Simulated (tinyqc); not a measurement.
Short-period [001] superlattice in sp3s* tight binding: sweeps and comparisons. A value that a table varies takes the place of the one given here.

Planes alternate anion, cation along [001], a/4 apart; at zero in-plane momentum s, pz, s* form one block. All levels of A are shifted so that its Ev (lower root of [[Epa, Vxx], [Vxx, Epc]]) is 0, and those of B so that its Ev is -dEv. A monolayer is an anion plane and the cation plane above it; an anion between unlike cations takes the mean of the two anion levels; each bond takes the couplings of its cation. Block from an anion to the cation above: U with Vss/2 (s,s), Vsapc/2 (s,z), -Vscpa/2 (z,s), Vxx/2 (z,z), Vxapc/2 (s*,z), -Vpaxc/2 (z,s*); to the cation below: the same with the s-z and s*-z signs reversed. The cell of n + m monolayers is closed with the phase exp(2 pi i q). No spin-orbit coupling. In this block 2 (n + m) levels are filled.

For the two lowest empty levels at q = 0: energy, share of the cation weight on A, and Gamma character, the share of the cation amplitudes with Fourier index |j|/(n + m) < 1/4 along the stack (near 1: Gamma-like, near 0: folded from X).

Parameters, chosen for this exercise (A near a published set for GaAs, B for AlAs; the results hold for these values, not for the real material): pA = (-8.359, 1.041, -2.651, 3.668, 8.603, 6.722, -6.462, 1.959, 5.086, 4.487, 5.783, 4.851, 4.814) eV (order Esa, Epa, Esc, Epc, Exa, Exc, Vss, Vxx, Vxy, Vsapc, Vscpa, Vxapc, Vpaxc); pB = (-7.547, 0.983, -1.162, 3.595, 7.474, 6.717, -6.645, 1.878, 4.28, 5.109, 5.513, 4.531, 4.988) eV (the same for B); dEv = 0.48 eV (valence offset: Ev(B) lies this far below Ev(A)); a = 5.654 angstrom (lattice constant, taken common; strain is left out); nw = 10 (monolayers of A); n2 = 10 (monolayers of A); m2 = 5 (monolayers of B).

## Equal layers of growing thickness

n = m.

Lowest empty levels:
```
n = m  layer (angstrom)  E1 (eV)  on A  Gamma  E2 (eV)  on A  Gamma
2                   5.7   1.9005  0.46   0.07   1.9645  0.68   0.87
3                   8.5   1.8756  0.20   0.00   1.9282  0.76   0.95
4                  11.3   1.8380  0.19   0.10   1.9034  0.73   0.91
6                  17.0   1.8045  0.29   0.27   1.8301  0.69   0.80
8                  22.6   1.7623  0.92   0.97   1.8005  0.03   0.03
10                 28.3   1.7187  0.95   0.99   1.7964  0.00   0.00
12                 33.9   1.6870  0.97   1.00   1.7944  0.01   0.00
14                 39.6   1.6639  0.98   1.00   1.7904  0.00   0.00
18                 50.9   1.6333  0.99   1.00   1.7882  0.00   0.00
```

What does this show, and why?

At zero in-plane momentum (the in-plane X valleys are left out) the lowest level is X-like for n = 2, 3, 4 and 6 and Gamma-like for the others (a Gamma weight between about 0.35 and 0.65 marks an even mixture, at the crossover). Thin layers push the light Gamma electron up past the heavy X electron, whose share on A runs from 0.19 to 0.46, so for n = 3, 4 and 6 it lies apart from the holes in A (type II); the crossover lies between n = 6 and 8. The crossover moves with dEv and with the electron mass, which this model makes too heavy, so it comes at thinner layers than in the real system. At n = 18 the lowest level lies 0.070 eV above the lowest bulk edge of the two crystals, with 99 % of its cation weight on A.

## Miniband width against barrier thickness

nw monolayers of A and m of B; lowest empty level at q = 0 and q = 1/2. The decay constant is ln(width(4)/width(6)) over two monolayers, each a/2 thick.

Lowest miniband:
```
m  E(q = 0) (eV)  E(q = 1/2) (eV)  width (meV)  Gamma character
1         1.6240           1.8090      184.998             0.99
2         1.6637           1.7753      111.565             0.99
3         1.6863           1.7528       66.506             1.00
4         1.6994           1.7401       40.761             0.99
5         1.7078           1.7316       23.796             0.99
6         1.7123           1.7270       14.692             0.99
8         1.7170           1.7222        5.207             0.99
```

decay constant = 0.1805 1/angstrom

How do the results move?

The width falls from 185.0 to 5.21 meV, as exp(-kappa d) with kappa = 0.180 1/angstrom, which stands for the decay constant of the barrier at this energy: each monolayer costs a factor 1.67. The level at q = 0 rises by 93 meV towards that of a single well.

## What each change does

A cell with n = n2 and m = m2. Each row changes one parameter from the base and keeps the others.

Results:
```
case           E1 (eV)  A share 1  Gamma 1  E2 (eV)  A share 2  Gamma 2
base            1.7078       0.94     0.99   1.8216       0.05     0.00
n2 = 12         1.6785       0.96     1.00   1.8214       0.05     0.01
m2 = 7          1.7153       0.95     0.99   1.8034       0.01     0.00
dEv = 0.58 eV   1.7005       0.94     0.99   1.7261       0.03     0.00
```

What can be read from the table?

The largest shifts from the base row, up to three for each result and ties (the steps differ in size, so this ranks the rows, not the parameters). E1 (eV): n2 -0.0293, m2 +0.0076, dEv -0.0073. A share 1: n2 +0.02, m2 +0.00; unchanged at the printed digits by dEv. Gamma 1: n2 +0.00; unchanged at the printed digits by m2 and dEv. E2 (eV): dEv -0.0955, m2 -0.0182, n2 -0.0002. A share 2: m2 -0.03, dEv -0.01; unchanged at the printed digits by n2. Gamma 2: n2 +0.00; unchanged at the printed digits by m2 and dEv.

Computed by tinyqc, a small Python program: `OMP_NUM_THREADS=1 python tinyqc.py 1450129 1450130 out.jsonl` (the numbers bound the seed that draws the inputs); one thread of a shared host (Intel(R) Xeon(R) Processor @ 2.30GHz), about 0.3 s for the whole set of steps.
